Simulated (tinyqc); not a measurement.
A double barrier with mass mismatch, transfer matrices: one step of the calculation.

One electron of energy E comes from the left lead (band edge 0); no transverse momentum. Parabolic bands, masses in units of m0, C = hbar^2/(2 m0); psi and psi'/m are continuous at every interface. Barrier d1, well Lw, barrier d2; the right lead equals the left one.

Problem. Product of the matrices. The matrix of the later layer stands to the left: M = M_n ... M_2 M_1; det M = 1.

M of layer 1:
```
,1,2
1,-0.042410335,0.16164272
2,-6.1753561,-0.042410335
```

M of layer 2:
```
,1,2
1,0.43268429,-0.072684752
2,11.182322,0.43268429
```

M of layer 3:
```
,1,2
1,-0.042410335,0.16164272
2,-6.1753561,-0.042410335
```

Wanted: M.

Solution.

M:
```
,1,2
1,-0.52682,0.28611
2,-2.5251,-0.52682
```

Computed by the program tinyqc: `OMP_NUM_THREADS=1 python tinyqc.py 2560018 2560019 out.jsonl`, one thread of a shared Intel Xeon 2.30GHz, about 0.04 s for the whole run.
